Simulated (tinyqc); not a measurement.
Rise against time: self-heating of a transistor with one or more fingers, with temperature-dependent conductivity. Computed by tinyqc, a small Python program. Command: `OMP_NUM_THREADS=1 python tinyqc.py 3031348 3031349 out.jsonl selfheat walk`. One thread of a shared host (Intel(R) Xeon(R) Processor @ 2.30GHz), about 0.08 s of CPU time with the checks.

N long parallel fingers lie on the top face of a slab whose bottom is held at T_0; the top is otherwise insulated, and heat flows in two dimensions. P in W/mm is 1000 P in W/m.

Inputs (values chosen for the exercise, modelled on germanium): conductivity at the base temperature kappa_0 = 58.7 W/(m K); power per gate width P = 0.46 W/mm; fingers N = 5; finger pitch s = 11 micrometre; width of the heat source w = 1.7 micrometre; substrate thickness t = 180 micrometre; heat capacity C = 1.67 1e6 J/(m^3 K); pulse length = 26 microsecond.

Power: power rises with temperature.

Method:
- A line source of power P on the top face raises the top at distance x by (P/(pi kappa_0)) g(x), g(x) = -ln tanh(pi x/(4 t)) (the image sum for the slab). On a strip of width w the centre sees the mean of g over the strip, g_0 = 1 + ln(8 t/(pi w)) for w much below t.
- theta_i = (P/(pi kappa_0)) [g_0 + sum over j != i of g(|i - j| s)], with equal powers and constant conductivity; thermal resistance = largest theta/P.
- After switching on, theta(tau) = (P D/kappa_0) int_0^tau X(u) Z(u) du at the hottest finger, D = kappa_0/C; X = sum over fingers at distance x of [erf((x + w/2)/r) - erf((x - w/2)/r)]/(2 w), Z = sum_(j=-200..200) (-1)^j exp(-(2 j t/r)^2)/sqrt(pi D u), r = 2 sqrt(D u); trapezoid rule on 300 points evenly spaced in ln u from u_0 = 1e-3 min(tau, w^2/D) to tau, plus the exact piece 2 sqrt(u_0/(pi D))/w below u_0. Conductivity and power are held at their base values here, and Fourier's law is used even where the diffusion length is near a phonon free path.

diffusivity D = 35.1497 micrometre^2/microsecond

theta of each finger (K): [38.8840, 42.3135, 43.3154, 42.3135, 38.8840]

largest theta = 43.3154 K

Heating curve:
```
time (microsecond)  sqrt(D time) (micrometre)  rise (K)  share of the steady rise
9.20e-04                              0.17983   0.93532                   0.02159
0.0092                                0.56866    2.7152                   0.06269
0.092                                  1.7983    5.3957                    0.1246
0.92                                   5.6866    8.8762                    0.2049
9.2                                    17.983    17.687                    0.4083
46                                     40.211    26.872                    0.6204
180                                    79.542    35.197                    0.8126
550                                    139.04    41.176                    0.9506
1400                                   221.83    43.167                    0.9966
```

Half the steady rise is reached between 9.2 and 46 microseconds, and the last row holds 99.7 % of it; the slowest time constant is 4 t^2/(pi^2 D) = 374 microseconds. While the diffusion length lies between w and the pitch or thickness, the rise grows as the logarithm of time; once it nears the pitch of 11 micrometre the neighbours add their heat.

Extremes, crossings and ranges named in words are read from the listed rows.
